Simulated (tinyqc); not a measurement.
Pinning factor and decay constant from two barriers.

Inverse problem. phiB = S (phiM - chi) + (1 - S)(Eg - E0) with S = 1/(1 + (1/S0 - 1) exp(-be ti)). Find S0, S at the given thickness and be.

Inputs (values chosen for the exercise); semiconductor values close to those of germanium; interlayer mass of the order of that in strontium titanate, offset chosen freely:

| symbol | value | unit | meaning |
|---|---|---|---|
| Eg | 0.685 | eV | band gap |
| chi | 3.98 | eV | electron affinity |
| E0 | 0.09 | eV | charge-neutrality level above the valence band |
| phiM | 4.4 | eV | metal work function |

phiB at ti = 0, 0.2 nm (eV): [0.58642500, 0.57273510]

Solution. Each barrier gives its S by linear interpolation between the pinned and the unpinned value; the ratio of the two values of 1/S - 1 is exp(be ti).

S0 = 0.04900
S = 0.1272
be = 5.200 1/nm

Numbers from tinyqc (`OMP_NUM_THREADS=1 python tinyqc.py 2270136 2270137 out.jsonl`; about 0.04 s on one thread of a shared Intel Xeon 2.30GHz).
